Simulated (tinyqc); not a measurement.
## Permittivity and interface capacitance from two thicknesses

Problem. 1/C = t/(eps0 ek) + 2/ci for planar capacitors that differ only in thickness. Find ek, ci and the EOT of the interfaces, 2 x 3.9 eps0/ci.

Constants: eps0 = 8.8541878128e-14 F/cm where lengths are in cm. Results are converted to the units shown.

C at t = 4.4 and 13 nm (uF/cm^2): [20.594167, 8.6547806]

Answer. 1/C is a straight line in t: the slope gives ek and the intercept 2/ci. A single thickness would give only the effective permittivity; when the interfaces are a small part of 1/C, ci needs very accurate data.

ek = 145.0
ci = 140.0 uF/cm^2
EOT of the interfaces = 0.04933 nm

Numbers from tinyqc (`OMP_NUM_THREADS=1 python tinyqc.py 2102046 2102047 out.jsonl`; about 0.01 s on one thread of a shared Intel Xeon 2.30GHz).
